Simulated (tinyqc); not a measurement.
Worked calculation: coupled-perturbed Hartree-Fock on RHF in the sto-3g basis, for BeH2, spin multiplicity 1. One step of it, computed by the program tinyqc.

Question. Iteration 1: building the Fock matrix. J_ij = sum D_kl (ij|kl), K_ij = sum D_kl (ik|jl); F = H + J - 0.5 K; E = tr D H + tr D J / 2 - 0.25 tr D K + E_nn.

D at the start, lower triangle:
```
            1Be 1s     1Be 2s   1Be 2px    1Be 2py   1Be 2pz      2H 1s     3H 1s
1Be 1s    2.142646
1Be 2s   -0.541641   2.026433
1Be 2px   0.000000   0.000000  0.000000
1Be 2py   0.002315  -0.011685  0.000000   2.142556
1Be 2pz   0.000000   0.000000  0.000000   0.000000  0.000000
2H 1s    -0.009110   0.083541  0.000000  -0.078726  0.000000   0.006389
3H 1s    -0.005528   0.067511  0.000000   0.091456  0.000000  -0.000488  0.006265
```

core Hamiltonian H = T + V (hartree), lower triangle:
```
            1Be 1s     1Be 2s    1Be 2px    1Be 2py    1Be 2pz      2H 1s      3H 1s
1Be 1s   -8.522701
1Be 2s   -2.102393  -2.738384
1Be 2px   0.000000   0.000000  -2.212534
1Be 2py  -0.000446  -0.003007   0.000000  -2.385852
1Be 2pz   0.000000   0.000000   0.000000   0.000000  -2.212534
2H 1s    -0.322608  -0.931026   0.000000  -1.044317   0.000000  -1.949952
3H 1s    -0.302720  -0.897714   0.000000   1.014993   0.000000  -0.040864  -1.926876
```

Two-electron integrals (ij|kl) in chemists' order, unique and non-zero (hartree):
```
(11|11) 2.298831    (21|11) 0.392036    (21|21) 0.079539    (22|11) 0.570988
(22|21) 0.143041    (22|22) 0.417683    (31|31) 0.014607    (32|31) 0.021888
(32|32) 0.092265    (33|11) 0.569578    (33|21) 0.143083    (33|22) 0.417589
(33|33) 0.449859    (41|41) 0.014607    (42|41) 0.021888    (42|42) 0.092265
(43|43) 0.024249    (44|11) 0.569578    (44|21) 0.143083    (44|22) 0.417589
(44|33) 0.401360    (44|44) 0.449859    (51|51) 0.014607    (52|51) 0.021888
(52|52) 0.092265    (53|53) 0.024249    (54|54) 0.024249    (55|11) 0.569578
(55|21) 0.143083    (55|22) 0.417589    (55|33) 0.401360    (55|44) 0.401360
(55|55) 0.449859    (61|11) 0.058550    (61|21) 0.011872    (61|22) 0.021540
(61|33) 0.021395    (61|41) 0.001044    (61|42) 0.001978    (61|44) 0.021842
(61|55) 0.021395    (61|61) 0.001857    (62|11) 0.159828    (62|21) 0.040721
(62|22) 0.131950    (62|33) 0.126739    (62|41) 0.005289    (62|42) 0.034120
(62|44) 0.142250    (62|55) 0.126739    (62|61) 0.006725    (62|62) 0.065414
(63|31) 0.003495    (63|32) 0.016933    (63|43) 0.005709    (63|63) 0.005532
(64|11) 0.178394    (64|21) 0.045960    (64|22) 0.155907    (64|33) 0.146717
(64|41) 0.008489    (64|42) 0.052730    (64|44) 0.174128    (64|55) 0.146717
(64|61) 0.007881    (64|62) 0.087360    (64|64) 0.119678    (65|51) 0.003495
(65|52) 0.016933    (65|54) 0.005709    (65|65) 0.005532    (66|11) 0.329691
(66|21) 0.085415    (66|22) 0.311334    (66|33) 0.289284    (66|41) 0.012187
(66|42) 0.104073    (66|44) 0.355138    (66|55) 0.289284    (66|61) 0.014361
(66|62) 0.201291    (66|64) 0.283842    (66|66) 0.774606    (71|11) 0.054942
(71|21) 0.011140    (71|22) 0.020213    (71|33) 0.020078    (71|41) -0.000980
(71|42) -0.001857   (71|44) 0.020494    (71|55) 0.020078    (71|61) 0.001593
(71|62) 0.005328    (71|64) 0.005831    (71|66) 0.011105    (71|71) 0.001635
(72|11) 0.153473    (72|21) 0.039118    (72|22) 0.127203    (72|33) 0.122146
(72|41) -0.005071   (72|42) -0.033023   (72|44) 0.137196    (72|55) 0.122146
(72|61) 0.005456    (72|62) 0.030750    (72|64) 0.033717    (72|66) 0.069281
(72|71) 0.006062    (72|72) 0.061466    (73|31) 0.003312    (73|32) 0.016153
(73|43) -0.005489   (73|63) 0.001935    (73|73) 0.005112    (74|11) -0.172589
(74|21) -0.044474   (74|22) -0.151328   (74|33) -0.142426   (74|41) 0.008119
(74|42) 0.050969    (74|44) -0.168975   (74|55) -0.142426   (74|61) -0.006022
(74|62) -0.034038   (74|64) -0.036560   (74|66) -0.076714   (74|71) -0.007147
(74|72) -0.082537   (74|74) 0.113560    (75|51) 0.003312    (75|52) 0.016153
(75|54) -0.005489   (75|65) 0.001935    (75|75) 0.005112    (76|11) 0.006873
(76|21) 0.001701    (76|22) 0.004829    (76|33) 0.004769    (76|41) -2.49e-06
(76|42) -0.000016   (76|44) 0.004948    (76|55) 0.004769    (76|61) 0.000257
(76|62) 0.001554    (76|64) 0.001856    (76|66) 0.003738    (76|71) 0.000241
(76|72) 0.001512    (76|74) -0.001823   (76|76) 0.000056    (77|11) 0.323944
(77|21) 0.083941    (77|22) 0.307123    (77|33) 0.285519    (77|41) -0.011797
(77|42) -0.102114   (77|44) 0.350022    (77|55) 0.285519    (77|61) 0.011646
(77|62) 0.071066    (77|64) 0.078000    (77|66) 0.163879    (77|71) 0.013222
(77|72) 0.194574    (77|74) -0.275571   (77|76) 0.003738    (77|77) 0.774606
```

nuclear repulsion = 2.78621727 hartree

Give: Coulomb J; exchange K; Fock matrix F; total energy of this density.

Answer.

Coulomb J (hartree), lower triangle:
```
          1Be 1s  1Be 2s  1Be 2px  1Be 2py  1Be 2pz   2H 1s   3H 1s
1Be 1s    6.8685
1Be 2s    1.3477  2.7999
1Be 2px   0.0000  0.0000   2.7631
1Be 2py  -0.0001  0.0002   0.0000   2.8633
1Be 2pz   0.0000  0.0000   0.0000   0.0000   2.7631
2H 1s     0.2026  0.8664   0.0000   1.0160   0.0000  1.9932
3H 1s     0.1902  0.8335   0.0000  -0.9838   0.0000  0.0331  1.9588
```

exchange K (hartree), lower triangle:
```
          1Be 1s   1Be 2s  1Be 2px  1Be 2py  1Be 2pz   2H 1s   3H 1s
1Be 1s    4.6949
1Be 2s    0.8300   1.0870
1Be 2px   0.0000   0.0000   0.2496
1Be 2py  -0.0001  -0.0004   0.0000   1.1170
1Be 2pz   0.0000   0.0000   0.0000   0.0000   0.2496
2H 1s     0.1371   0.3922   0.0000   0.4134   0.0000  0.3778
3H 1s     0.1290   0.3750   0.0000  -0.3959   0.0000  0.0050  0.3478
```

Fock matrix F (hartree), lower triangle:
```
          1Be 1s   1Be 2s  1Be 2px  1Be 2py  1Be 2pz    2H 1s    3H 1s
1Be 1s   -4.0016
1Be 2s   -1.1697  -0.4820
1Be 2px   0.0000   0.0000   0.4258
1Be 2py  -0.0005  -0.0026   0.0000  -0.0811
1Be 2pz   0.0000   0.0000   0.0000   0.0000   0.4258
2H 1s    -0.1885  -0.2608   0.0000  -0.2350   0.0000  -0.1457
3H 1s    -0.1771  -0.2518   0.0000   0.2291   0.0000  -0.0102  -0.1420
```

total energy of this density = -14.733219 hartree
